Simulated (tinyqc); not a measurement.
Worked calculation: plane-wave Kohn-Sham cycle with exchange-only LDA in a layered model solid. One step of it, computed by the program tinyqc.

Question. Iteration 2: potential. V_H(G) = 4 pi rho(G)/G^2 for G != 0 (uniform background); v_x = -(3 rho/pi)^(1/3); V = V_ext + V_H + v_x; Fourier components f(G_m) = (1/N) sum_j f(x_j) exp(-i G_m x_j).

A solid whose potential varies along x alone (atomic units):
```
parameter                      value
period a                    6.600000
cross-section of the cell  12.000000
electrons per cell                 2
grid points                       16
plane waves -n..n, n               3
k points                           4
V1 in V1 cos(2 pi x/a)     -0.310000
V2 in V2 cos(4 pi x/a)     -0.290000
```

density after iteration 1 (e/bohr^3): [0.05285089, 0.04603908, 0.03188479, 0.02083196, 0.01643315, 0.01619664, 0.01716360, 0.01794242, 0.01820622, 0.01794242, 0.01716360, 0.01619664, 0.01643315, 0.02083196, 0.03188479, 0.04603908]

Give: Potentials on the grid; V(G_m), m = 0, 1, 2, ....

Answer.

Potentials on the grid (hartree):
```
x       V_ext     V_H     v_x       V
0.000  -0.600   0.231  -0.370  -0.738
0.412  -0.491   0.203  -0.353  -0.641
0.825  -0.219   0.132  -0.312  -0.400
1.238   0.086   0.045  -0.271  -0.139
1.650   0.290  -0.032  -0.250   0.007
2.062   0.324  -0.092  -0.249  -0.018
2.475   0.219  -0.133  -0.254  -0.168
2.888   0.081  -0.156  -0.258  -0.333
3.300   0.020  -0.164  -0.259  -0.403
3.712   0.081  -0.156  -0.258  -0.333
4.125   0.219  -0.133  -0.254  -0.168
4.537   0.324  -0.092  -0.249  -0.018
4.950   0.290  -0.032  -0.250   0.007
5.362   0.086   0.045  -0.271  -0.139
5.775  -0.219   0.132  -0.312  -0.400
6.188  -0.491   0.203  -0.353  -0.641
```

V(G_m), m = 0, 1, 2, ... (hartree): [-0.283, -0.083, -0.144, -0.001, 0.001, 0.000, 0.000]
